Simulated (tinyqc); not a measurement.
## Retention against temperature

Retention: filled traps are spread evenly in depth from E1 to E2, and each empties at the rate nu exp(-E/kB T). The share left is the mean of exp(-nu t exp(-E/kB T)) = [kB T/(E2 - E1)] [E1x(nu t exp(-E2/kB T)) - E1x(nu t exp(-E1/kB T))], E1x the exponential integral; traps shallower than about Ed = kB T ln(nu t) are empty. t = 3.15576e8 s; the last column is the bake time at 523 K with the same Ed.

Values chosen for this exercise:
```
symbol,value,unit,meaning
E1,0.9,eV,shallowest trap depth
E2,1.94,eV,deepest trap depth
nu,1e13,1/s,attempt frequency
```

Constants: q = 1.602176634e-19 C, kB = 1.380649e-23 J/K, Vt = kB T/q. Results are converted to the units shown.

Result of one run:
```
T (K)  Ed (eV)  share left  equivalent bake at 523 K (s)
398      1.698      0.2139                          2295
```

What becomes of these results when the storage temperature T is changed from 398 to 378 K, all else the same?

Result of the changed run:
```
T (K)  Ed (eV)  share left  equivalent bake at 523 K (s)
378      1.613      0.2968                         345.6
```

The whole series:
```
T (K)  Ed (eV)  share left  equivalent bake at 523 K (s)
300      1.280      0.6205                        0.2149
328      1.399      0.5043                         3.042
358      1.527      0.3798                         52.05
378      1.613      0.2968                         345.6
398      1.698      0.2139                          2295
423      1.804      0.1109                       2.446e4
448      1.911     0.02204                       2.607e5
```

The share left falls from 0.620 to 0.0220. Apart from the width of the edge only the product T ln(nu t) counts, so ten years at 358 K equal 52.0 s at 523 K; no single activation energy describes the loss, since Ed itself moves.

Numbers from tinyqc (`OMP_NUM_THREADS=1 python tinyqc.py 2130169 2130170 out.jsonl`; about 0.06 s on one thread of a shared Intel Xeon 2.30GHz).
